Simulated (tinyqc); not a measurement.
Comparisons within one model: model-solid line-up of a strained alloy layer on a substrate. A value that a table varies takes the place of the one given here.

All values of the alloy are linear in x but the gap, Eg(x) = (1 - x) Eg_A + x Eg_B - C x (1 - x), and the valence edge, Ev(x) = (1 - x) Ev_A + x Ev_B + fv C x (1 - x); Ec = Ev + Eg. Ev is the top of the unstrained valence band on a scale common to all materials. In the layer only the Gamma valley of the conduction band is followed, also where an X or L valley would lie lower.

Coherent growth on a (001) face: e_par = (a_s - a)/a, e_perp = -2 (C12/C11) e_par; exx = eyy = e_par, ezz = e_perp, no shear.

Strained edges: Ec + ac tr(e); the valence edges are Ev plus the levels of the 6 x 6 matrix of X, Y, Z times spin with -Dso/3 + l exx + m (eyy + ezz) on the diagonal (cyclic), n exy off it, l = av + 2 b, m = av - b, n = sqrt(3) d. Spin-orbit term (Dso/3) L.sigma on X, Y, Z with (L_k)_ij = -i epsilon_kij: <X+|H|Y+> = -i Dso/3, <X+|H|Z-> = Dso/3, <Y+|H|Z-> = -i Dso/3, <Z+|H|X-> = -Dso/3, <Z+|H|Y-> = i Dso/3, <X-|H|Y-> = i Dso/3, and their conjugates; + and - are the spin along z.

dEc = Ec(substrate) - Ec(layer), dEv = Ev(layer) - Ev(substrate); positive values confine the carrier in the layer. Type I: both of one sign; type II: opposite signs; type III: the gaps do not overlap.

Coherent growth: e_par = (a_s - a)/a. (001): e_perp = -2 (C12/C11) e_par; exx = eyy = e_par, ezz = e_perp, no shear. (111): e_perp = -(2 C11 + 4 C12 - 4 C44)/(C11 + 2 C12 + 4 C44) e_par; exx = eyy = ezz = (2 e_par + e_perp)/3 and exy = eyz = ezx = (e_perp - e_par)/3. (110): e_perp = -(C11 + 3 C12 - 2 C44)/(C11 + C12 + 2 C44) e_par; exx = eyy = (e_par + e_perp)/2, ezz = e_par, exy = (e_perp - e_par)/2, eyz = ezx = 0.

Values chosen for the exercise (A near InAs, B near InSb, substrate near GaSb; not measured data):
- a = (6.056, 6.477) angstrom (lattice constant of A, B)
- Eg = (0.413, 0.232) eV (gap at Gamma to the s-like level of A, B)
- Dso = (0.389, 0.818) eV (spin-orbit splitting of A, B)
- Ev = (-0.59, 0) eV (top of the unstrained valence band of A, B)
- ac = (-5.07, -6.96) eV (conduction deformation potential of A, B)
- av = (1.01, 0.36) eV (valence hydrostatic potential of A, B)
- b = (-1.82, -2.01) eV (tetragonal shear potential of A, B)
- d = (-3.58, -4.73) eV (trigonal shear potential of A, B)
- C11 = (84.2, 67.7) GPa (of A, B)
- C12 = (45.8, 37.8) GPa (of A, B)
- C44 = (39.3, 30.7) GPa (of A, B)
- C = 0.613 eV (bowing of the gap)
- fv = 0.6 (share of the bowing taken by the valence edge)
- a_s = 6.096 angstrom (substrate)
- Eg_s = 0.823 eV (lowest gap of the substrate)
- Ev_s = -0.03 eV (substrate valence edge)
- face = 001 (growth face)
- x = 0.07 (fraction of B)

## Composition against offsets

Each composition is strained to the same substrate.

Results:
```
x,e_par (%),relaxed gap (eV),strained gap (eV),valence splitting (meV),dEc (eV),dEv (eV),type
0.02,0.52,0.397,0.347,42,0.991,-0.515,III
0.09,0.03,0.347,0.343,3,0.955,-0.475,III
0.17,-0.52,0.296,0.305,38,0.910,-0.392,III
0.24,-0.99,0.258,0.276,71,0.867,-0.320,III
0.32,-1.53,0.222,0.251,105,0.814,-0.242,II
0.39,-2.00,0.197,0.235,134,0.764,-0.177,II
0.47,-2.52,0.175,0.225,164,0.703,-0.106,II
0.54,-2.98,0.163,0.223,188,0.647,-0.047,II
```

How do the results move?

The alloy matches the substrate at x = 0.095, where the top valence edge changes its character and the splitting passes through zero. The strained gap runs from 0.347 to 0.223 eV, against 0.397 to 0.163 eV for the relaxed alloy: strain takes back part of the change that the composition makes. Strains above 2 % can be kept only in layers of a few nanometres. The type changes: III to II between x = 0.24 and 0.32. Offsets below about 50 meV are within the spread of parameter sets, so those rows do not settle the type.

## The same layer on three faces

Composition and substrate are kept.

Results:
```
face,e_perp (%),tr(e) (%),shift of Ec (meV),shift of Ev (meV),valence splitting (meV),gap (eV)
(001),-0.189,0.158,-8.2,8.4,13.5,0.3439
(111),-0.101,0.245,-12.7,8.3,11.8,0.3394
(110),-0.119,0.227,-11.8,8.3,12.1,0.3403
```

What does this show, and why?

The layer yields most along the normal on (001) and least on (111), so the volume change, and with it the shift of Ec, is largest on (111). The valence splitting, set by b on (001), by d on (111) and by both on (110), is largest on (001). The gaps span 4 meV, from (111) to (001).

## What each parameter does

Strained gap, valence splitting and offsets. Each row changes one parameter from the base and keeps the others.

Results:
```
case,gap (eV),splitting (meV),dEc (eV),dEv (eV)
base,0.3439,13.5,0.9655,-0.4864
x = 0.05,0.3448,24.5,0.9759,-0.4977
a_s = 6.116 angstrom,0.3114,40.1,0.9811,-0.4695
C = 0.713 eV,0.3374,13.5,0.9681,-0.4825
fv = 0.8,0.3439,13.5,0.9575,-0.4784
Ev_s = 0.02 eV,0.3439,13.5,1.0155,-0.5364
"d = (-4.117, -5.44) eV",0.3439,13.5,0.9655,-0.4864
"C12 = (52.67, 43.47) GPa",0.3451,14.5,0.9641,-0.4861
"ac = (-5.83, -8.004) eV",0.3426,13.5,0.9668,-0.4864
```

What does this show?

The largest shifts from the base row, up to three for each result and ties (the steps differ in size, so this ranks the rows, not the parameters). gap (eV): a_s -0.0325, C -0.0065, ac -0.0012, C12 +0.0012; unchanged at the printed digits by fv, Ev_s and d. splitting (meV): a_s +26.7, x +11.0, C12 +1.1; unchanged at the printed digits by C, fv, Ev_s, d and ac. dEc (eV): Ev_s +0.0500, a_s +0.0156, x +0.0103; unchanged at the printed digits by d. dEv (eV): Ev_s -0.0500, a_s +0.0169, x -0.0113; unchanged at the printed digits by d and ac.

Run: tinyqc, `OMP_NUM_THREADS=1 python tinyqc.py 1080355 1080356 out.jsonl`; Intel(R) Xeon(R) Processor @ 2.30GHz, one thread, shared host; about 0.01 s of CPU time with all checks.
